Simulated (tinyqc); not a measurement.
Inside a calculation. Method: sp3 tight binding, zinc-blende lattice. Computed by tinyqc, a small Python program that keeps every step. Command: `OMP_NUM_THREADS=1 python tinyqc.py 27727 27728 out.jsonl` (the two numbers bound the seeds that draw the settings). One thread of a shared host (Intel(R) Xeon(R) Processor @ 2.60GHz), about 0.01 s of CPU time with the checks.

## Bloch Hamiltonian at k

Parameters chosen for this model: zinc-blende lattice, anion at 0, cation at a/4 (1,1,1); V = eta hbar^2 / (m d^2), hbar^2/m = 7.619964 eV angstrom^2:
```
parameter          value      unit
a               5.140000  angstrom
d               2.225685  angstrom
Es anion      -13.020000        eV
Ep anion       -6.420000        eV
Es cation     -11.620000        eV
Ep cation      -5.680000        eV
eta ss         -1.290000
eta sp          1.760000
eta pp sigma    3.130000
eta pp pi      -0.560000
V ss           -1.984336        eV
V sp            2.707311        eV
V pp sigma      4.814706        eV
V pp pi        -0.861417        eV
```

k point k (2 pi / a): [0.720000, 0.660000, 0.060000]

Slater-Koster rules over the four bonds with direction cosines (l, m, n): ss V_ss; s-px l V_sp; px-s -l V_sp; px-px l^2 V_pps + (1 - l^2) V_ppp; px-py l m (V_pps - V_ppp); each times exp(i k.d).

H(k) at k (eV), order a s, a px, a py, a pz, c s, c px, c py, c pz:
$$\begin{pmatrix}
-13.020000 & 0.000000 & 0.000000 & 0.000000 & -1.712699+0.581757i & -0.215637+2.866978i & -0.271009+2.281200i & -4.847796+0.127527i \\
0.000000 & -6.420000 & 0.000000 & 0.000000 & 0.215637-2.866978i & 0.889541-0.302153i & -5.868098+0.154368i & -0.328048+2.761318i \\
0.000000 & 0.000000 & -6.420000 & 0.000000 & 0.271009-2.281200i & -5.868098+0.154368i & 0.889541-0.302153i & -0.261021+3.470384i \\
0.000000 & 0.000000 & 0.000000 & -6.420000 & 4.847796-0.127527i & -0.328048+2.761318i & -0.261021+3.470384i & 0.889541-0.302153i \\
-1.712699-0.581757i & 0.215637+2.866978i & 0.271009+2.281200i & 4.847796+0.127527i & -11.620000 & 0.000000 & 0.000000 & 0.000000 \\
-0.215637-2.866978i & 0.889541+0.302153i & -5.868098-0.154368i & -0.328048-2.761318i & 0.000000 & -5.680000 & 0.000000 & 0.000000 \\
-0.271009-2.281200i & -5.868098-0.154368i & 0.889541+0.302153i & -0.261021-3.470384i & 0.000000 & 0.000000 & -5.680000 & 0.000000 \\
-4.847796-0.127527i & -0.328048-2.761318i & -0.261021-3.470384i & 0.889541+0.302153i & 0.000000 & 0.000000 & 0.000000 & -5.680000
\end{pmatrix}$$

## Levels at k

Diagonalise the Hermitian matrix.

eigenvalues (eV): [-17.139073, -15.436446, -13.776391, -12.872617, -3.068042, -1.222825, 0.775702, 1.799693]

weights |c|^2 of the basis functions, order a s, a px, a py, a pz, c s, c px, c py, c pz:
$$\begin{pmatrix}
0.582197 & 0.148197 & 0.009336 & 0.000137 & 0.168536 & 0.089776 & 0.000085 & 0.001736 \\
0.017207 & 0.068821 & 0.147670 & 0.252281 & 0.050554 & 0.079371 & 0.214791 & 0.169304 \\
0.011954 & 0.055487 & 0.163387 & 0.272571 & 0.025899 & 0.035395 & 0.253591 & 0.181715 \\
0.017405 & 0.162826 & 0.201210 & 0.002102 & 0.237418 & 0.250930 & 0.004429 & 0.123680 \\
0.228412 & 0.431334 & 0.016460 & 0.000208 & 0.231889 & 0.089666 & 0.000094 & 0.001937 \\
0.041934 & 0.022992 & 0.142275 & 0.226290 & 0.044004 & 0.097130 & 0.239412 & 0.185963 \\
0.029615 & 0.019452 & 0.158521 & 0.244284 & 0.022567 & 0.043315 & 0.282658 & 0.199589 \\
0.071276 & 0.090891 & 0.161139 & 0.002127 & 0.219133 & 0.314417 & 0.004940 & 0.136076
\end{pmatrix}$$

## Bloch Hamiltonian at X

k point X (2 pi / a): [1, 0, 0]

As before.

H(k) at X (eV), order a s, a px, a py, a pz, c s, c px, c py, c pz:
$$\begin{pmatrix}
-13.020000 & 0.000000 & 0.000000 & 0.000000 & 0.000000 & 0.000000+6.252266i & 0.000000 & 0.000000 \\
0.000000 & -6.420000 & 0.000000 & 0.000000 & 0.000000-6.252266i & 0.000000 & 0.000000 & 0.000000 \\
0.000000 & 0.000000 & -6.420000 & 0.000000 & 0.000000 & 0.000000 & 0.000000 & 0.000000+7.568164i \\
0.000000 & 0.000000 & 0.000000 & -6.420000 & 0.000000 & 0.000000 & 0.000000+7.568164i & 0.000000 \\
0.000000 & 0.000000+6.252266i & 0.000000 & 0.000000 & -11.620000 & 0.000000 & 0.000000 & 0.000000 \\
0.000000-6.252266i & 0.000000 & 0.000000 & 0.000000 & 0.000000 & -5.680000 & 0.000000 & 0.000000 \\
0.000000 & 0.000000 & 0.000000 & 0.000000-7.568164i & 0.000000 & 0.000000 & -5.680000 & 0.000000 \\
0.000000 & 0.000000 & 0.000000-7.568164i & 0.000000 & 0.000000 & 0.000000 & 0.000000 & -5.680000
\end{pmatrix}$$

## Levels at X

As before.

eigenvalues (eV): [-16.599809, -15.791324, -13.627203, -13.627203, -2.248676, -2.100191, 1.527203, 1.527203]

## Bands along a path

The same steps at evenly spaced points between the labelled ones.

Bands along the path (eV):
```
k             band 1      band 2      band 3      band 4     band 5     band 6     band 7     band 8
L         -18.037363  -15.570892  -11.907028  -11.907028  -4.281198  -0.192972  -0.192972   1.149453
L-G 0.33  -18.928884  -14.111270  -11.528280  -11.528280  -4.175415  -0.571720  -0.571720   0.475569
L-G 0.67  -19.920979  -11.641212  -10.678725  -10.678725  -4.106541  -1.421275  -1.421275  -1.071268
G         -20.288149  -10.189066  -10.189066  -10.189066  -4.351851  -1.910934  -1.910934  -1.910934
G-X 0.33  -19.793323  -11.298949  -11.265592  -11.265592  -3.750871  -1.896857  -0.834408  -0.834408
G-X 0.67  -18.382191  -13.632239  -12.930659  -12.930659  -2.802033  -1.923537   0.830659   0.830659
X         -16.599809  -15.791324  -13.627203  -13.627203  -2.248676  -2.100191   1.527203   1.527203
X-W 0.33  -16.599809  -15.791324  -13.627203  -13.627203  -2.248676  -2.100191   1.527203   1.527203
X-W 0.67  -16.599809  -15.791324  -13.627203  -13.627203  -2.248676  -2.100191   1.527203   1.527203
W         -16.599809  -15.791324  -13.627203  -13.627203  -2.248676  -2.100191   1.527203   1.527203
```

With 4 band(s) filled, the highest filled level on these points lies at G and the lowest empty one at G: a gap of 5.8372 eV, direct.
